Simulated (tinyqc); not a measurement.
Bulk transistor, scale length and short-channel effects: one step of the calculation.

A gate, an insulator of thickness ti and a depleted layer of depth ts on a conducting body. Below threshold the potential that source and drain add obeys Laplace's equation and vanishes on the gate and at the bottom of the depleted layer. Its lowest mode decays along the channel as exp(-k y); k is the smallest positive root of the matching condition at the interface, and the scale length is Lambda = pi/k.

Task. Scan of the matching condition. f(k) = eps_r sin(k ti) cos(k ts) + ei cos(k ti) sin(k ts).

Values chosen for this exercise; permittivities: semiconductor close to that of In0.53Ga0.47As, insulator close to that of hafnium oxide:
```
symbol  value  unit                                     meaning
eps_r    13.8        relative permittivity of the semiconductor
ei       22.5            relative permittivity of the insulator
ti        4.2    nm                         insulator thickness
ts         20    nm                             depletion depth
```

k, point 0 to 7 (1/nm): [0.02625, 0.0525, 0.07875, 0.105, 0.13125, 0.1575, 0.18375, 0.21]

Wanted: f(k).

Result.

f(k), point 0 to 7: [12.523, 20.546, 21.261, 14.590, 3.182, -8.626, -16.486, -17.688]

The first change of sign lies between k = 0.13125 and 0.1575 1/nm.

tinyqc, about 0.01 s, one thread, Intel Xeon 2.30GHz (shared host): `OMP_NUM_THREADS=1 python tinyqc.py 2420032 2420033 out.jsonl`
